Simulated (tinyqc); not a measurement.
Gas flow in a process chamber: flow regimes, conductance, effective pumping speed, pump-down, outgassing and purge: one step, computed by the program tinyqc.

Ideal gas, isothermal flow, a pump of constant speed at the end of a round pipe; process gas, volume gas and outgassing are given the same properties. 1 sccm = 101325 Pa x 1e-6 m^3/60 s x T/273.15 K.

Problem. Purging a well-mixed chamber. With steady flow a contaminant decays as exp(-t/residence time); gas used = flow x time.

Inputs (values chosen for the exercise, modelled on oxygen near room temperature): temperature T = 300 K; process gas flow = 510 sccm.

residence time = 0.3503042 s

Give: time to dilute 1e3 times; time to dilute 1e6 times; gas used for 1e6.

Solution.

time to dilute 1e3 times = 2.420 s

time to dilute 1e6 times = 4.840 s

gas used for 1e6 = 41.14 standard cm^3
